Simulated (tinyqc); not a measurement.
## Trap density and grain size from the barrier

Question. With all traps filled Vb = q Qt^2/(8 eps0 eps_r N), and in that limit the barrier is largest at N* = Qt/Lg. Find Qt, Lg and the depleted width Qt/N.

Inputs (values chosen for the exercise):
- eps_r = 11.7 (relative permittivity of the semiconductor)

Constants: q = 1.602176634e-19 C, eps0 = 8.8541878128e-14 F/cm where lengths are in cm. Results are converted to the units shown.

barrier at N = 2.1e17 cm^-3 = 0.72174300 V
doping of the largest barrier = 7e16 cm^-3

Solution. The barrier gives Qt, and N* then gives Lg.

Qt = 2.80e12 cm^-2
Lg = 400 nm
depleted width = 133 nm

tinyqc, about 0.01 s, one thread, Intel Xeon 2.30GHz (shared host): `OMP_NUM_THREADS=1 python tinyqc.py 2610118 2610119 out.jsonl`
